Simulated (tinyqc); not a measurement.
Inside a calculation: hydrogenic donor in a hard-walled well (variational). Values are carried at full precision from step to step, so a last printed digit may differ when a step is redone from the rounded ones.

Constants: Ry = 13.60569312 eV; a0 (Bohr radius) = 0.5291772105 angstrom; hbar^2/2m0 = 3.80998211 eV angstrom^2; e^2/(4 pi eps0) = 14.39964547 eV angstrom.

Values chosen for the exercise (near those of GaAs; not measured data): m = 0.065 m0 (mass); eps = 13.1 (dielectric constant); L = 246 angstrom (well width); zi = 0 angstrom (position of the donor from the centre); lam = 79 angstrom (trial length); lams = (57, 72, 88, 104, 124, 150, 186) angstrom (trial lengths).

## Bulk donor

Ry* = Ry m/eps^2, a* = a0 eps/m, and the subband energy c (pi/L)^2/m with c = hbar^2/2m0.

Ry* = 5.153 meV
a* = 106.65 angstrom
subband energy = 9.56 meV

## One trial length

Trial function cos(pi z/L) exp(-r/lam), r measured from the donor at zi, walls at +/- L/2, one eps everywhere. Counted from the lowest subband, E(lam) = c/(m lam^2) - (q/eps) I0/I1, with I0 the integral of cos^2(pi z/L) exp(-2|z - zi|/lam) over the well and I1 the same with the factor (|z - zi| + lam/2); c = hbar^2/2m0, q = e^2/(4 pi eps0). The binding energy is -E at the minimum.

Evaluate I0, I1 and both terms.

I0 = 58.190 angstrom
I1 = 3673.4 angstrom^2
kinetic term = 9.392 meV
Coulomb term = -17.412 meV
E = -8.020 meV

## Scan and minimum

E for each trial length, then the minimum.

Scan:

| lam (angstrom) | kinetic (meV) | Coulomb (meV) | E (meV) |
|---|---|---|---|
| 57 | 18.041 | -22.559 | -4.519 |
| 72 | 11.307 | -18.727 | -7.420 |
| 88 | 7.569 | -16.009 | -8.440 |
| 104 | 5.419 | -14.064 | -8.644 |
| 124 | 3.812 | -12.270 | -8.458 |
| 150 | 2.605 | -10.574 | -7.969 |
| 186 | 1.694 | -8.916 | -7.222 |

best lam = 103.6 angstrom
binding energy = 8.64 meV
in Ry* = 1.677

At L = 2.31 a* this donor is bound more strongly than in the bulk.

## Checks

- Binding at the centre of a very wide well (200 a*) against Ry*, meV: both 5.15.
- Binding in a very thin well (a*/2000) against 4 Ry*, meV: both 20.6.

Program tinyqc; command `OMP_NUM_THREADS=1 python tinyqc.py 1282244 1282245 out.jsonl`; about 0.03 s on one thread of a shared Intel(R) Xeon(R) Processor @ 2.30GHz.
